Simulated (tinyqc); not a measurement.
# Surface potential of a MOS transistor: implicit equation and explicit approximations: what changes with what

p-type body, charge-sheet picture, depletion and inversion only, full ionisation (an idealisation for deep acceptors), Boltzmann statistics (rough once Na exp(x - xn) passes about Nc/7). In units of Vt: xg = (Vg - Vfb)/Vt, x = psi/Vt, G = gamma/sqrt(Vt), xn = (2 phiF + Vc)/Vt. The implicit equation is (xg - x)^2 = G^2 [x - 1 + exp(x - xn)] for x above about 3. Cox = eps0 eox/tox.

Values chosen for this exercise; band and dielectric values close to those of silicon: temperature T = 300 K; band gap Eg = 1.12 eV; relative permittivity eps_r = 11.9; conduction-band density of states at T Nc = 2.81e19 cm^-3; valence-band density of states at T Nv = 2.68e19 cm^-3; relative permittivity of the gate insulator (close to silicon dioxide) eox = 3.9; insulator thickness tox = 4.5 nm; acceptor density Na = 1.8e18 cm^-3; flat-band voltage Vfb = -0.72 V; channel-body voltage Vc = 0 V; gate-body voltage Vg = 1.49 V.

Constants: q = 1.602176634e-19 C, kB = 1.380649e-23 J/K, Vt = kB T/q, eps0 = 8.8541878128e-14 F/cm where lengths are in cm. Results are converted to the units shown.

Each table varies one quantity; the others keep the values above.

## Accuracy of the approximations against gate voltage

ni = sqrt(Nc Nv) exp(-Eg/(2 Vt)), Eg in volts; phiF = Vt ln(Na/ni); gamma = sqrt(2 q eps0 eps_r Na)/Cox; VT = Vfb + Vt (xn + G sqrt(xn - 1)). Depletion value a = 1 + [sqrt(G^2/4 + xg - 1) - G/2]^2; inversion value b = xn + ln[(xg - xn)^2/G^2 - xn + 1] and first guess y = min(a, b) - ln(1 + exp(-|a - b|)) if a > xn + 1, else b = y = a; one second-order correction with D = exp(y - xn), p = 2 (xg - y) + G^2 (1 + D), w = (xg - y)^2 - G^2 (y - 1 + D): z = y + 2 w/(p + sqrt(p^2 - 2 (2 - G^2 D) w)), or the Newton step z = y + w/p where the root is not real. N_inv = (Cox Vt G/q) [sqrt(x - 1 + exp(x - xn)) - sqrt(x - 1)] at the root. Lambert form (Cox m Vt/q) W0[(G/(2 m sqrt(xn - 1))) exp((Vg - VT)/(m Vt))], m = 1 + G/(2 sqrt(xn - 1)). Errors under 1e-4 mV, and the linear form below VT, are printed as 0.

Accuracy of the approximations against gate voltage:
```
Vg (V)  psi (V)   x - xn  error of y (mV)  error of z (mV)  N_inv (cm^-2)  Cox (Vg - VT)/q (cm^-2)  Lambert form (cm^-2)
0.85     0.7222   -9.938          4.73e-4                0        3.641e6                        0               2.384e6
1.05     0.8485   -5.054           0.0592                0        4.427e8                        0               3.860e8
1.25     0.9718  -0.2836             6.65          -0.0183       4.845e10                        0              4.849e10
1.45      1.036    2.208             12.6           -0.627       5.394e11                 9.529e11              5.494e11
1.65      1.061    3.183             10.1           -0.328       1.316e12                 1.911e12              1.340e12
1.85      1.076    3.761             7.74           -0.140       2.167e12                 2.869e12              2.204e12
2.05      1.087    4.176             6.38          -0.0760       3.048e12                 3.827e12              3.098e12
2.25      1.096    4.503             5.49          -0.0473       3.945e12                 4.785e12              4.007e12
2.45      1.103    4.775             4.85          -0.0321       4.853e12                 5.742e12              4.926e12
```

What does the comparison show?

psi rises from 0.722 to 1.10 V and ends 4.8 Vt above 2 phiF + Vc. Among the rows the first guess is off by at most 13 mV (at Vg = 1.45 V) and the corrected value by at most 0.63 mV. In the last row the linear form is 18 % above N_inv and the Lambert form 1.5 % above it; in the first row the Lambert form is 35 % below it. For Vg = 1.45, 1.65, 1.85, 2.05, 2.25, 2.45 the electron quasi-Fermi level lies less than 2 Vt below the band edge at the surface, or above it, where degeneracy and confinement, left out, matter.

## Effect of the channel-body voltage at fixed gate voltage

Same model as above.

Effect of the channel-body voltage at fixed gate voltage:
```
Vc (V)  psi (V)   x - xn  error of y (mV)  error of z (mV)  N_inv (cm^-2)  Cox (Vg - VT)/q (cm^-2)  Lambert form (cm^-2)
0        1.0428   2.4618             12.6           -0.665      6.8368e11                1.1445e12             6.9640e11
0.2      1.1368  -1.6379             1.63                0      1.1586e10                        0             1.1344e10
0.4      1.1384  -9.3111          7.60e-4                0       5.3912e6                        0              4.2562e6
0.6      1.1384  -17.047                0                0         2354.2                        0                1321.2
0.8      1.1384  -24.784                0                0         1.0280                        0               0.37616
```

What does the table show?

As Vc goes from 0 to 0.8, psi rises from 1.04 to 1.14 V, x - xn falls from 2.46 to -24.8 and N_inv falls from 6.84e11 to 1.03 cm^-2. The Lambert form lies between 0.366 and 1.02 times N_inv. psi follows Vc only while the surface is inverted; once x falls below xn it settles at the depletion value. For Vc = 0 the electron quasi-Fermi level lies less than 2 Vt below the band edge at the surface, or above it, where degeneracy and confinement, left out, matter.

Computed by the program tinyqc: `OMP_NUM_THREADS=1 python tinyqc.py 2122114 2122115 out.jsonl`, one thread of a shared Intel Xeon 2.30GHz, about 0.01 s for the whole run.
